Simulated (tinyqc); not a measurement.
From results back to parameters: exchange-split free-electron bands and tunnelling magnetoresistance. Four cases, with inputs chosen for the exercise.

Problem. The electron density n_up + n_dn and the polarisation of the density of states, P = (k_up - k_dn)/(k_up + k_dn), are given; EF and Dx are hidden.

Majority and minority bands E = c k^2/m -/+ Dx/2, c = hbar^2/2m0, so k_up = sqrt(m (EF + Dx/2)/c), k_dn = sqrt(m (EF - Dx/2)/c); n_s = k_s^3/(6 pi^2), D_s = m k_s/(4 pi^2 c).

Constants: hbar^2/2m0 = 3.80998211 eV angstrom^2.

Case 1.

Values chosen: m = 1.08 m0 (mass in the electrodes).
n = 0.0309565 1/angstrom^3
P = 0.227372

Case 2.

Values chosen: m = 1.24 m0 (mass in the electrodes).
n = 0.0568188 1/angstrom^3
P = 0.092430

Case 3.

Values chosen: m = 0.93 m0 (mass in the electrodes).
n = 0.0293671 1/angstrom^3
P = 0.094068

Case 4.

Values chosen: m = 0.93 m0 (mass in the electrodes).
n = 0.0414078 1/angstrom^3
P = 0.394966

Find: k_up, k_dn; EF; Dx.

Solution. k_dn/k_up = (1 - P)/(1 + P); n then fixes k_up; EF is the mean and Dx the difference of the two kinetic energies.

Case 1.

k_up, k_dn (1/angstrom): 1.1363  0.7153

EF = 3.18 eV
Dx = 2.75 eV

Case 2.

k_up, k_dn (1/angstrom): 1.2884  1.0703

EF = 4.31 eV
Dx = 1.58 eV

Case 3.

k_up, k_dn (1/angstrom): 1.0352  0.8572

EF = 3.70 eV
Dx = 1.38 eV

Case 4.

k_up, k_dn (1/angstrom): 1.3137  0.5698

EF = 4.20 eV
Dx = 5.74 eV

Computed by tinyqc, one run a case: `OMP_NUM_THREADS=1 python tinyqc.py N N+1 out.jsonl` with N = 1652643, 1652660, 1652707, 1680017; one thread of a shared Intel(R) Xeon(R) Processor @ 2.30GHz, about 0.01 s a run at most.
